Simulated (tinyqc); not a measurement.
Inputs raised by 10 %, one at a time: Finnis-Sinclair potential for a bcc metal: fit to cohesion and elasticity, then vacancy, surfaces and structure. Computed by tinyqc, a small Python program. Command: `OMP_NUM_THREADS=1 python tinyqc.py 3111757 3111758 out.jsonl fsfit sens`. One thread of a shared host (Intel(R) Xeon(R) Processor @ 2.30GHz), about 0.03 s of CPU time with the checks.

E = (1/2) sum V(r) - A sqrt(rho), rho = sum phi(r), phi = (r - d)^2 for r < d, V = (r - c)^2 (c0 + c1 r + c2 r^2) for r < c. In bcc the 8 first neighbours lie at sqrt(3) a/2 and the 6 second at a; both cut-offs lie below the third shell; Omega = a^3/2; E is per atom and z the number of atoms in a shell. The four constants A, c0, c1, c2 are fitted to E_c, zero pressure, B and C12 - C44 alone, so C44 and C11 - C12 are not matched singly; defects are unrelaxed.

Inputs (values chosen for the exercise, modelled on tantalum):
```
quantity             value      unit
lattice constant a   3.306  angstrom
cohesive energy E_c   8.06        eV
target C11             265       GPa
target C12             164       GPa
target C44            82.1       GPa
density cut-off d/a   1.24         -
pair cut-off c/a     1.252         -
```

Constants: 1 eV/angstrom^3 = 160.2176634 GPa; 1 eV/angstrom^2 = 16.02176634 J/m^2.

Method:
- rho = sum z phi, rho1 = sum z r phi', rho2 = sum z r^2 phi''. At zero pressure the effective pair part V + 2 F' phi obeys C12 = C44, so C12 - C44 = F'' (rho1/3)^2/Omega with F'' = A/(4 rho^(3/2)); this gives A.
- With v_k = (r - c)^2 r^k the rows are (1/2) sum z v_k, (1/2) sum z r v_k' and (1/2) sum z r^2 v_k''. With rho1 = sum z r phi' and rho2 = sum z r^2 phi'' the right-hand sides are: -E_c + A sqrt(rho) (cohesion); A rho1/(2 sqrt(rho)) (zero pressure); 9 B Omega + A [rho2/(2 sqrt(rho)) - rho1^2/(4 rho^(3/2))] with B = (C11 + 2 C12)/3.
- Solve the three equations.
- Second differences of E with strains of 1e-4: e_xx gives C11, (e_xx, e_yy) = (1, -1) gives 2 (C11 - C12), an engineering shear gives C44. B and C12 - C44 are fitted; the one combination left tests the choice of d.
- E_v = -A sum_shells z [sqrt(rho - phi(r)) - sqrt(rho)] - (1/2) sum z V(r): the neighbours lose one bond each, and the atom is put back in the bulk.
- An atom in layer i below the surface keeps only neighbours no higher than the top layer; gamma = sum_i (E_i + E_c)/(area per surface atom), with layer spacings a/2, a/sqrt2 and areas a^2, a^2/sqrt2 for (100) and (110).

Runs:
```
input moved                from      to  A (eV/angstrom)  vacancy energy E_v (eV)  gamma(110) (J/m^2)  C44 (GPa)
base run                      -       -           2.7421                   2.6929              1.7542     87.037
cohesive energy E_c (eV)   8.06   8.866           2.7421                   3.4989              2.2364     70.654
target C11 (GPa)            265   291.5           2.7421                   2.6929              1.7522     97.791
target C44 (GPa)           82.1   90.31           2.4672                   3.2309              2.0571     86.014
pair cut-off c/a          1.252  1.3772           2.7421                   2.6929              1.7523     93.620
```

Exponents ln(y'/y) / ln(x'/x):
```
input                     A  vacancy energy E_v  gamma(110)     C44
cohesive energy E_c   0.000               2.747       2.548  -2.188
target C11            0.000               0.000      -0.012   1.222
target C44           -1.108               1.911       1.671  -0.124
pair cut-off c/a      0.000               0.000      -0.011   0.765
```

To which inputs is each result most sensitive?

Among the inputs moved here: A answers most in size to target C44 (exponent -1.108); its exponent is below 0.0005 for cohesive energy E_c, target C11, pair cut-off c/a. Its exponent 0.000 in cohesive energy E_c: A follows from the Cauchy pressure alone. Vacancy energy E_v answers most in size to cohesive energy E_c (exponent +2.747), next to target C44 (+1.911); its exponent is below 0.0005 for target C11, pair cut-off c/a. gamma(110) answers most in size to cohesive energy E_c (exponent +2.548), next to target C44 (+1.671). C44 answers most in size to cohesive energy E_c (exponent -2.188), next to target C11 (+1.222).
